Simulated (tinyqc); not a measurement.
Worked calculation: standing waves and exposure in a photoresist film. Values are carried at full precision from step to step, so a last printed digit may differ when a step is redone from the rounded ones.

Normal incidence from air. Unexposed resist: N1 = n1 + i k1 with k1 = (A + B) lam/(4 pi), lam in micrometres. r01 = (1 - N1)/(1 + N1), t01 = 2/(1 + N1). Substrate Ns = ns + i ks: r12 = (N1 - Ns)/(N1 + Ns). With p = exp(2 pi i N1 d/lam), the field at depth z is E(z) = t01 [exp(2 pi i N1 z/lam) + r12 p^2 exp(-2 pi i N1 z/lam)]/(1 + r01 r12 p^2), the relative intensity I(z) = n1 |E(z)|^2 and the reflectance R = |(r01 + r12 p^2)/(1 + r01 r12 p^2)|^2.

Inputs chosen for the exercise (a resist on Al, indices near tabulated ones; not measured data): lam = 193 nm (vacuum wavelength); n1 = 1.705 (resist index); A = 0.07 1/micrometre (bleachable absorption (Dill A)); B = 0.57 1/micrometre (fixed absorption (Dill B)); d = 203 nm (resist thickness); ns = 0.109 (substrate n); ks = 2.142 (substrate k); C = 0.038 cm^2/mJ (exposure rate (Dill C)); D = 15 mJ/cm^2 (incident dose); Ld = 15 nm (diffusion length of the post-exposure bake).

## Interface coefficients

Form N1, r01, t01 and r12.

N1 = 1.70500+0.00983i
r01 = -0.2606-0.0027i
t01 = 0.7394-0.0027i
r12 = -0.2137-0.9219i
|r12|^2 = 0.8955

Next to the bottom the intensity swings by a factor ((1 + |r12|)/(1 - |r12|))^2 = 1.31e+03 between antinode and node.

## Round trip and reflectance

Form p^2, the denominator and R; the period of the standing wave is lam/(2 n1).

p^2 = -0.7511-0.4550i
1 + r01 r12 p^2 = 1.0696-0.2051i
R = 0.7497
period = 56.60 nm

The film holds 3.59 periods.

## Intensity and exposure over the lowest period

Nine depths from d - period to d. Without bleaching during the exposure the share of unexposed compound is m = exp(-C D I).

Profile:
```
z (nm)      I      m
146.4   1.017  0.560
153.5   0.203  0.891
160.6   0.038  0.978
167.6   0.619  0.703
174.7   1.605  0.401
181.8   2.417  0.252
188.9   2.581  0.230
195.9   1.999  0.320
203.0   1.013  0.561
```

I runs from 0.038 to 2.581 on these points, so m runs from 0.230 to 0.978; the least exposed point listed lies 42.4 nm above the bottom.

## Smoothing by the bake

Gaussian diffusion of length Ld multiplies a cosine of period L by exp(-2 pi^2 Ld^2/L^2). Give that factor, and the Ld that leaves 10 %.

factor = 0.250
Ld for 10 % = 19.33 nm

## Checks

- R against the transfer-matrix product: both 0.74972.
- Absorption (A + B) d times the mean of I against 1 - R - T: both 0.186.

Program tinyqc; command `OMP_NUM_THREADS=1 python tinyqc.py 1650215 1650216 out.jsonl`; about 0.01 s on one thread of a shared Intel(R) Xeon(R) Processor @ 2.30GHz.
